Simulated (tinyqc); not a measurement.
Lorentz oscillators and the Kramers-Kronig relations: sweeps and comparisons. A value that a table varies takes the place of the one given here.

eps(E) = 1 + sum_j S_j/(E0_j^2 - E^2 - i G_j E).

Kramers-Kronig: eps1(E) = 1 + (2/pi) P integral_0^infinity E1 eps2(E1)/(E1^2 - E^2) dE1. Maclaurin rule on the grid E_j = j h, j = 1 .. M: eps1(E_i) = 1 + (4 h/pi) sum over j with j - i odd of E_j eps2(E_j)/(E_j^2 - E_i^2); nothing is added above E_M.

n + i k = sqrt(eps1 + i eps2) with k >= 0; R = ((n - 1)^2 + k^2)/((n + 1)^2 + k^2) at normal incidence from vacuum; alpha = 2 E k/(hbar c), times 1e8 for 1/cm; loss function Im(-1/eps) = eps2/(eps1^2 + eps2^2).

Constants: hbar c = 1973.269805 eV angstrom.

Parameters, chosen for this exercise:

| symbol | value | unit | meaning |
|---|---|---|---|
| E0 | (2.17) | eV | resonances |
| G | (0.47) | eV | widths |
| S | (15.8) | eV^2 | strengths |
| h | 0.2 | eV | grid step |
| M | 30 |  | grid points E_j = j h |
| E_t | 0.6 | eV | energy below the first line |
| E | 3.1 | eV | photon energy |

## Numerical transform against the formula

Every third grid point is listed; the error is the transform minus the formula.

Dielectric function:

| E (eV) | eps2 | eps1 formula | eps1 transform | error |
|---|---|---|---|---|
| 0.40 | 0.143 | 4.467 | 4.582 | 0.115 |
| 1.00 | 0.531 | 5.193 | 5.043 | -0.149 |
| 1.60 | 2.292 | 7.550 | 7.721 | 0.171 |
| 2.20 | 15.039 | -0.907 | -0.390 | 0.517 |
| 2.80 | 1.802 | -3.289 | -3.528 | -0.239 |
| 3.40 | 0.510 | -1.187 | -1.095 | 0.092 |
| 4.00 | 0.227 | -0.362 | -0.436 | -0.074 |
| 4.60 | 0.124 | 0.056 | 0.085 | 0.029 |
| 5.20 | 0.077 | 0.301 | 0.252 | -0.049 |
| 5.80 | 0.051 | 0.459 | 0.460 | 0.002 |

The largest error listed is +0.517 at 2.20 eV. The rule samples every 2h = 0.4 eV and the narrowest line is 0.47 eV wide, so it is barely resolved. The grid ends at 6 eV, where eps2 is still 0.045; the error at the last point listed, nearest the missing tail, is +0.002.

## How far the spectrum must be known

The integrals are done by adaptive quadrature and cut at E_cut. f-sum share: (2/pi) integral of E eps2 over sum S. Static share: (2/pi) integral of eps2/E over eps(0) - 1.

Cut integrals:

| E_cut (eV) | eps1(E_t) | f-sum share | static share |
|---|---|---|---|
| 1.7 | 1.717 | 0.062 | 0.202 |
| 2.4 | 4.015 | 0.649 | 0.829 |
| 3.3 | 4.533 | 0.868 | 0.975 |
| 4.3 | 4.590 | 0.916 | 0.992 |
| 6.5 | 4.611 | 0.950 | 0.998 |
| 10.8 | 4.617 | 0.972 | 1.000 |

eps1(E_t) from the formula = 4.618

Cut at 2.4 eV, just above the last line, eps1(E_t) lacks 0.603; cut at 10.8 eV it lacks 0.001. At 3.3 eV the static sum has reached 0.975 and the f-sum only 0.868: the f-sum weights eps2 by E and the static sum by 1/E, so the f-sum needs the far tail.

## Optical constants across the spectrum

Spectrum:

| E (eV) | eps1 | eps2 | n | k | R | loss |
|---|---|---|---|---|---|---|
| 0.33 | 4.431 | 0.116 | 2.105 | 0.027 | 0.127 | 0.006 |
| 0.77 | 4.809 | 0.335 | 2.194 | 0.076 | 0.140 | 0.014 |
| 1.21 | 5.724 | 0.828 | 2.399 | 0.173 | 0.172 | 0.025 |
| 1.66 | 7.976 | 2.786 | 2.866 | 0.486 | 0.245 | 0.039 |
| 2.10 | 5.441 | 14.663 | 3.247 | 2.258 | 0.439 | 0.060 |
| 2.54 | -5.171 | 4.227 | 0.868 | 2.434 | 0.631 | 0.095 |
| 2.99 | -2.363 | 1.117 | 0.354 | 1.578 | 0.672 | 0.163 |
| 3.43 | -1.128 | 0.486 | 0.224 | 1.085 | 0.665 | 0.322 |
| 3.88 | -0.481 | 0.261 | 0.182 | 0.717 | 0.619 | 0.871 |
| 4.32 | -0.109 | 0.161 | 0.207 | 0.390 | 0.485 | 4.259 |
| 4.76 | 0.133 | 0.108 | 0.390 | 0.138 | 0.200 | 3.674 |
| 5.21 | 0.304 | 0.076 | 0.556 | 0.068 | 0.083 | 0.773 |

Among the energies listed the largest values are at (eV): eps2 2.10; n 2.10; k 2.54; R 2.99; loss 4.32. eps1 crosses zero at 2.19 and 4.50 eV; the last crossing is upward and marks the plasmon, against sqrt(sum S) = 3.97 eV for free electrons.

## What each oscillator parameter does

At the energy E. Each row changes one parameter from the base and keeps the others.

Results:

| case | eps1 | eps2 | n | k | R |
|---|---|---|---|---|---|
| base | -1.962 | 0.881 | 0.307 | 1.434 | 0.674 |
| E0 = (2.279) eV | -2.227 | 1.065 | 0.347 | 1.532 | 0.666 |
| G = (0.705) eV | -1.689 | 1.199 | 0.437 | 1.371 | 0.557 |
| S = (18.96) eV^2 | -2.554 | 1.057 | 0.324 | 1.631 | 0.706 |
| E = 3.255 eV | -1.514 | 0.654 | 0.260 | 1.258 | 0.672 |

The largest shifts from the base row, up to three for each result and ties (the steps differ in size, so this ranks the rows, not the parameters). eps1: S -0.592, E +0.448, G +0.273. eps2: G +0.319, E -0.227, E0 +0.184. n: G +0.130, E -0.047, E0 +0.040. k: S +0.197, E -0.176, E0 +0.098. R: G -0.117, S +0.033, E0 -0.008.

Run: tinyqc, `OMP_NUM_THREADS=1 python tinyqc.py 1681145 1681146 out.jsonl`; Intel(R) Xeon(R) Processor @ 2.30GHz, one thread, shared host; about 0.1 s of CPU time with all checks.
